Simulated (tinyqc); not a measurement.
# Threshold of a short bulk MOSFET: charge sharing, barrier lowering, narrow width: two studies

n-channel device on a p-type body, depletion approximation, full ionisation. Uniform doping N = Na. Vbi from Boltzmann statistics is rough for the degenerate source. Cox = eps0 eox/tox.

Parameters, values chosen for the exercise; band and dielectric values close to those of silicon: temperature T = 350 K; band gap Eg = 1.13 eV; relative permittivity eps_r = 11.8; conduction-band density of states at T Nc = 3.59e19 cm^-3; valence-band density of states at T Nv = 3.38e19 cm^-3; relative permittivity of the gate insulator (close to silicon dioxide) eox = 3.9; insulator thickness tox = 9.4 nm; channel doping Na = 9.3e16 cm^-3; source and drain doping Nsd = 1e20 cm^-3; flat-band voltage for the doping Na Vfb = -0.95 V; junction depth xj = 55 nm; body-source voltage Vbs = -1 V; drain-source voltage Vds = 1.2 V; gate width W = 1000 nm; shape factor of the fringing depletion at the width edges xw = 0.7854; channel length L = 510 nm.

Constants: q = 1.602176634e-19 C, kB = 1.380649e-23 J/K, Vt = kB T/q, eps0 = 8.8541878128e-14 F/cm where lengths are in cm. Results are converted to the units shown.

Each table varies one quantity; the others keep the values above.

## Threshold roll-off against channel length

ni = sqrt(Nc Nv) exp(-Eg/(2 Vt)), Eg in volts; 2 pB = 2 Vt ln(N/ni); flat band Vfb - Vt ln(N/Na); Wd = sqrt(2 eps0 eps_r (2 pB - Vbs)/(q N)); body term q N Wd/Cox; long-channel VT0 = flat band + 2 pB + body term; Vbi = Vt ln(N Nsd/ni^2); scale length l = sqrt((eps_r/eox) tox Wd). Charge sharing (trapezoid; it ignores Vds): F = (xj/L)(sqrt(1 + 2 Wd/xj) - 1), lowering = body term times F. Barrier lowering: th = exp(-L/(2 l)) + 2 exp(-L/l), lowering = th [2 (Vbi - 2 pB) + Vds], DIBL = th. Narrow width: rise = body term times xw Wd/W. VT by each model = VT0 - lowering + rise. DIBL under 0.001 mV/V is printed as 0.

The same in every row: N (cm^-3) = 9.300e16; VT0 (V) = 0.4621.

Result of one run:
```
L (nm)    L/l        F  DIBL (mV/V)  VT, charge sharing (V)  VT, barrier lowering (V)
4000    59.73  0.02193            0                  0.5272                    0.5412
```

What becomes of these results when the channel length L is changed from 4000 to 1900 nm, all else the same?

Result of the changed run:
```
L (nm)    L/l        F  DIBL (mV/V)  VT, charge sharing (V)  VT, barrier lowering (V)
1900    28.37  0.04617            0                  0.5117                    0.5412
```

The whole series:
```
L (nm)    L/l        F  DIBL (mV/V)  VT, charge sharing (V)  VT, barrier lowering (V)
210     3.136   0.4177        295.4                  0.2741                   0.06243
310     4.629   0.2830        118.3                  0.3603                    0.3494
440     6.571   0.1994        40.23                  0.4138                    0.4760
640     9.557   0.1371        8.548                  0.4536                    0.5274
920     13.74  0.09534        1.041                  0.4803                    0.5396
1300    19.41  0.06747      0.06088                  0.4981                    0.5411
1900    28.37  0.04617            0                  0.5117                    0.5412
2800    41.81  0.03133            0                  0.5212                    0.5412
4000    59.73  0.02193            0                  0.5272                    0.5412
```

VT by barrier lowering rises from 0.0624 to 0.541 V and VT by charge sharing rises from 0.274 to 0.527 V. DIBL is under 100 mV/V from L = 440 nm on among the rows (th = 0.1 at L/l = 4.92). For L = 210 DIBL exceeds 250 mV/V, where the barrier formula is rough.

## Effect of the body-source voltage

Same model as above.

The same in every row: N (cm^-3) = 9.3000e16.

Result of one run:
```
Vbs (V)  VT0 (V)     L/l        F  DIBL (mV/V)  VT, charge sharing (V)  VT, barrier lowering (V)
-1.5     0.54665  7.1574  0.18733       29.471                 0.51253                   0.60040
```

What becomes of these results when the body-source voltage Vbs is changed from -1.5 to -0.3 V, all else the same?

Result of the changed run:
```
Vbs (V)  VT0 (V)     L/l        F  DIBL (mV/V)  VT, charge sharing (V)  VT, barrier lowering (V)
-0.3     0.32000  8.6353  0.14414       13.687                 0.29621                   0.34573
```

The whole series:
```
Vbs (V)  VT0 (V)     L/l        F  DIBL (mV/V)  VT, charge sharing (V)  VT, barrier lowering (V)
0        0.24474  9.3734  0.12806       9.3868                 0.22519                   0.26403
-0.3     0.32000  8.6353  0.14414       13.687                 0.29621                   0.34573
-0.6     0.38529  8.1189  0.15731       17.854                 0.35808                   0.41766
-0.9     0.44375  7.7274  0.16856       21.871                 0.41376                   0.48302
-1.2     0.49717  7.4152  0.17846       25.740                 0.46490                   0.54356
-1.5     0.54665  7.1574  0.18733       29.471                 0.51253                   0.60040
-1.8     0.59296  6.9389  0.19540       33.073                 0.55735                   0.65428
-2.1     0.63665  6.7502  0.20282       36.557                 0.59986                   0.70572
```

As Vbs goes from 0 to -2.1, VT0 rises from 0.245 to 0.637 V, DIBL rises from 9.39 to 36.6 mV/V, F rises from 0.128 to 0.203 and VT by barrier lowering rises from 0.264 to 0.706 V. The apparent body effect -dVT/dVbs between the first two rows is 0.272 by barrier lowering and 0.237 by charge sharing, against 0.251 for a long device.

Numbers from tinyqc (`OMP_NUM_THREADS=1 python tinyqc.py 2002123 2002124 out.jsonl`; about 0.01 s on one thread of a shared Intel Xeon 2.30GHz).
